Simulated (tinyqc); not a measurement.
Trap-assisted generation and recombination current of an abrupt junction: one step, computed by the program tinyqc.

Depletion approximation, flat quasi-Fermi levels across the depleted layer, long neutral regions with minority lifetimes tau_n and tau_p, full ionisation and Boltzmann statistics. Voltages in exponents stand for e V.

Task: Built-in voltage and diffusion current. N_c = 2 M_c (2 pi m_e k_B T/h^2)^(3/2) and N_v = 2 (2 pi m_h k_B T/h^2)^(3/2), masses in units of m_0. n_i = sqrt(N_c N_v) exp(-E_g/2 k_B T); V_bi = (k_B T/e) ln(N_A N_D/n_i^2); diffusion saturation current J_d0 = e n_i^2 [sqrt(D_n/tau_n)/N_A + sqrt(D_p/tau_p)/N_D].

Inputs (values chosen for the exercise, for a model semiconductor):
```
quantity                              value    unit
gap E_g                                1.35      eV
electron mass m_e                    0.0559     m_0
valleys M_c                               1       -
hole mass m_h                         0.431     m_0
acceptor density N_A                7.3e+17   cm^-3
donor density N_D                   1.1e+17   cm^-3
capture time tau_n                  1.2e-08       s
capture time tau_p                  4.7e-09       s
electron diffusion coefficient D_n       10  cm^2/s
hole diffusion coefficient D_p          6.6  cm^2/s
temperature T                           300       K
```

Field enhancement: none.

Constants: k_B = 8.617333262e-05 eV/K; m_0 = 9.1093837015e-31 kg; k_B = 1.380649e-23 J/K; h = 6.62607015e-34 J s; e = 1.602176634e-19 C.

Give: k_B T; n_i; V_bi; J_d0.

Result:

k_B T = 0.02585 eV

n_i = 7.022e+06 cm^-3

V_bi = 1.263 V

J_d0 = 3.004e-18 A/cm^2

Caution: one side is doped near or above its effective density of states, so Boltzmann statistics understate V_bi.
